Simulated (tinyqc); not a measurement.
Inside a calculation: deep level with several charge states, and Shockley-Read-Hall recombination. Values are carried at full precision from step to step, so a last printed digit may differ when a step is redone from the rounded ones.

Energies from Ev. The defect has charge states +1, 0, -1 with weights 1, gm exp((EF - E1)/kT), exp((2 EF - E1 - E2)/kT); the shares are the weights over their sum. Boltzmann carriers: n = Nc exp((EF - Eg)/kT), p = Nv exp(-EF/kT). Neutrality: p - n + Nd + Nt <q> = 0.

Constants: kB = 8.617333262e-05 eV/K.

Parameters, chosen for this exercise (gap and densities of states near those of Si at this temperature; shifted at random, so the results belong to these values and not to a real crystal):
```
symbol  value     unit    meaning
Eg      1.116     eV      gap
Nc      2.15e+19  1/cm^3  conduction-band density of states
Nv      9.32e+18  1/cm^3  valence-band density of states
T       250       K
E1      0.332     eV      level (+1/0) above Ev
E2      0.814     eV      level (0/-1) above Ev
gm      2                 degeneracy of the middle state, the others 1
Nt      9.4e+13   1/cm^3  defects
Nd      -5.4e+13  1/cm^3  ionised shallow donors minus acceptors
E_try   0.426     eV      trial Fermi level
Et      0.332     eV      recombination level above Ev
sn      2.6e-16   cm^2    electron capture cross-section
sp_     1.2e-14   cm^2    hole capture cross-section
vth     24000000  cm/s    thermal velocity, both carriers
Nm      2.5e+16   1/cm^3  equilibrium holes for the lifetime steps
dn      4.8e+12   1/cm^3  excess pairs
```

## Charge states at a trial Fermi level

Form the exponents, the shares, the mean charge and the residual of neutrality at EF = E_try.

exponents of the second and third weights: [4.363, -13.647]

shares: +1 0.0063, 0 0.9937, -1 0.0000

<q> = 0.0063

n, p (1/cm^3): [2.65e+05, 2.41e+10]

residual = -5.34e+13 1/cm^3

The residual is negative, so EF must fall.

## The neutral state

Solve for EF.

EF = 0.3145 eV

shares at EF: +1 0.529, 0 0.471, -1 0.000

n = 1.50e+03 1/cm^3
p = 4.25e+12 1/cm^3

Without the defects the majority density would be 5.40e+13 1/cm^3; with them the density of these carriers is 4.25e+12, so they compensate part of the doping. Most defects are in the state +1.

## Recombination through one level

One level at Et with degeneracy 1: tn = 1/(sn vth Nt), tp = 1/(sp_ vth Nt), n1 = Nc exp((Et - Eg)/kT), p1 = Nv exp(-Et/kT), ni^2 = n1 p1. Equilibrium p0 = Nm, n0 = ni^2/Nm; n = n0 + dn, p = p0 + dn. U = (n p - ni^2)/(tp (n + n1) + tn (p + p1)), lifetime dn/U; emission rates en = sn vth n1, ep = sp_ vth p1.

Evaluate each quantity.

tn, tp (microsecond): [1.705, 0.03694]

n1, p1 (1/cm^3): [3.37e+03, 1.89e+12]

U = 2.82e+18 1/(cm^3 s)
lifetime = 1.70 microsecond

The lifetime is 1.000 times the minority capture time tn and 0.979 times tn + tp, the limit of high injection.

## Emission and generation in a depleted region

With n = p = 0 the level generates pairs at G = Nt en ep/(en + ep); generation lifetime tg = ni/G; current density e G W for a width W = 1 micrometre, e = 1.602176634e-19 C.

en, ep (1/s): [2.10e-05, 5.44e+05]

G = 1.98e+09 1/(cm^3 s)
tg = 4.04e+04 microsecond
current density = 3.17e-14 A/cm^2

The slower step, electron emission, limits the rate: en/ep = 3.86e-11.

## Checks

- U against hole capture minus emission at the steady occupation of the level (1/(cm^3 s)): both 2.815e+18.

(tinyqc, `OMP_NUM_THREADS=1 python tinyqc.py 1651598 1651599 out.jsonl`, Intel(R) Xeon(R) Processor @ 2.30GHz, 1 thread, shared host, about 0.01 s.)
